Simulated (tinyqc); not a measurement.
Inside a calculation. Method: sp3 tight binding, zinc-blende lattice. Computed by tinyqc, a small Python program that keeps every step. Command: `OMP_NUM_THREADS=1 python tinyqc.py 25687 25688 out.jsonl` (the two numbers bound the seeds that draw the settings). One thread of a shared host (Intel(R) Xeon(R) Processor @ 2.60GHz), about 0.01 s of CPU time with the checks.

## Bloch Hamiltonian at k

Parameters chosen for this model: zinc-blende lattice, anion at 0, cation at a/4 (1,1,1); V = eta hbar^2 / (m d^2), hbar^2/m = 7.619964 eV angstrom^2:
```
parameter          value      unit
a               6.210000  angstrom
d               2.689009  angstrom
Es anion      -18.660000        eV
Ep anion       -6.830000        eV
Es cation     -13.580000        eV
Ep cation      -4.170000        eV
eta ss         -1.320000
eta sp          1.420000
eta pp sigma    2.220000
eta pp pi      -0.630000
V ss           -1.391049        eV
V sp            1.496431        eV
V pp sigma      2.339491        eV
V pp pi        -0.663910        eV
```

k point k (2 pi / a): 0.420000  0.760000  0.690000

Slater-Koster rules over the four bonds with direction cosines (l, m, n): ss V_ss; s-px l V_sp; px-s -l V_sp; px-px l^2 V_pps + (1 - l^2) V_ppp; px-py l m (V_pps - V_ppp); each times exp(i k.d).

H(k) at k (eV), lower triangle (Hermitian):
```
                      a s                 a px                 a py                 a pz
a s            -18.660000
a px             0.000000            -6.830000
a py             0.000000             0.000000            -6.830000
a pz             0.000000             0.000000             0.000000            -6.830000
c s   -0.757339-2.802287i   2.243800+0.364860i   0.689101+1.188031i   0.921531+0.888383i
c px  -2.243800-0.364860i   0.183597+0.679342i  -1.067839-1.029429i  -0.798507-1.376650i
c py  -0.689101-1.188031i  -1.067839-1.029429i   0.183597+0.679342i  -2.600040-0.422788i
c pz  -0.921531-0.888383i  -0.798507-1.376650i  -2.600040-0.422788i   0.183597+0.679342i

             c s       c px       c py       c pz
c s   -13.580000
c px    0.000000  -4.170000
c py    0.000000   0.000000  -4.170000
c pz    0.000000   0.000000   0.000000  -4.170000
```

## Levels at k

Diagonalise the Hermitian matrix.

eigenvalues (eV): -20.484007  -13.779255  -9.067595  -8.758656  -6.441907  -2.991201  -2.214816  -1.502562

weights |c|^2 of the basis functions:
```
        band 1    band 2    band 3    band 4    band 5    band 6    band 7    band 8
a s   0.806194  0.130921  0.006730  0.000830  0.034280  0.014086  0.000290  0.006669
a px  0.003474  0.087811  0.183175  0.047393  0.449445  0.156520  0.001243  0.070938
a py  0.000558  0.043557  0.331612  0.204789  0.133480  0.024153  0.129476  0.132374
a pz  0.000678  0.039346  0.149487  0.449053  0.061485  0.013538  0.166283  0.120130
c s   0.164727  0.654987  0.020135  0.002433  0.148662  0.003507  0.000166  0.005384
c px  0.015026  0.016265  0.085619  0.018627  0.098750  0.611244  0.002798  0.151671
c py  0.004833  0.015140  0.135258  0.099441  0.049880  0.116855  0.315492  0.263101
c pz  0.004509  0.011973  0.087984  0.177433  0.024018  0.060097  0.384252  0.249733
```

## Bloch Hamiltonian at X

k point X (2 pi / a): 1  0  0

As before.

H(k) at X (eV), lower triangle (Hermitian):
```
                     a s                a px                a py                a pz
a s           -18.660000
a px            0.000000           -6.830000
a py            0.000000            0.000000           -6.830000
a pz            0.000000            0.000000            0.000000           -6.830000
c s             0.000000  0.000000+3.455860i            0.000000            0.000000
c px  0.000000-3.455860i            0.000000            0.000000            0.000000
c py            0.000000            0.000000            0.000000  0.000000-4.004535i
c pz            0.000000            0.000000  0.000000-4.004535i            0.000000

             c s       c px       c py       c pz
c s   -13.580000
c px    0.000000  -4.170000
c py    0.000000   0.000000  -4.170000
c pz    0.000000   0.000000   0.000000  -4.170000
```

## Levels at X

As before.

eigenvalues (eV): -19.442017  -15.035486  -9.719620  -9.719620  -5.374514  -3.387983  -1.280380  -1.280380

## Bands along a path

The same steps at evenly spaced points between the labelled ones.

Bands along the path (eV):
```
k             band 1      band 2     band 3     band 4     band 5     band 6     band 7     band 8
L         -20.382461  -14.100216  -8.488930  -8.488930  -7.339375  -2.511070  -2.511070  -1.417948
L-G 0.25  -20.740246  -13.509693  -8.354979  -8.354979  -7.314294  -2.645021  -2.645021  -1.675767
L-G 0.50  -21.447710  -12.150986  -8.002211  -8.002211  -7.274780  -2.997789  -2.997789  -2.366524
L-G 0.75  -22.023432  -10.708634  -7.590746  -7.590746  -7.310144  -3.409254  -3.409254  -3.197790
G         -22.236524  -10.003476  -7.394313  -7.394313  -7.394313  -3.605687  -3.605687  -3.605687
G-X 0.25  -21.950398  -10.870868  -7.881264  -7.881264  -6.842415  -3.576319  -3.118736  -3.118736
G-X 0.50  -21.151377  -12.529041  -8.770598  -8.770598  -6.057507  -3.502076  -2.229402  -2.229402
G-X 0.75  -20.075252  -14.196604  -9.465249  -9.465249  -5.545558  -3.422586  -1.534751  -1.534751
X         -19.442017  -15.035486  -9.719620  -9.719620  -5.374514  -3.387983  -1.280380  -1.280380
X-W 0.25  -19.442017  -15.035486  -9.719620  -9.719620  -5.374514  -3.387983  -1.280380  -1.280380
X-W 0.50  -19.442017  -15.035486  -9.719620  -9.719620  -5.374514  -3.387983  -1.280380  -1.280380
X-W 0.75  -19.442017  -15.035486  -9.719620  -9.719620  -5.374514  -3.387983  -1.280380  -1.280380
W         -19.442017  -15.035486  -9.719620  -9.719620  -5.374514  -3.387983  -1.280380  -1.280380
```

With 4 band(s) filled, the highest filled level on these points lies at G and the lowest empty one at G: the bands touch or overlap, so there is no gap.
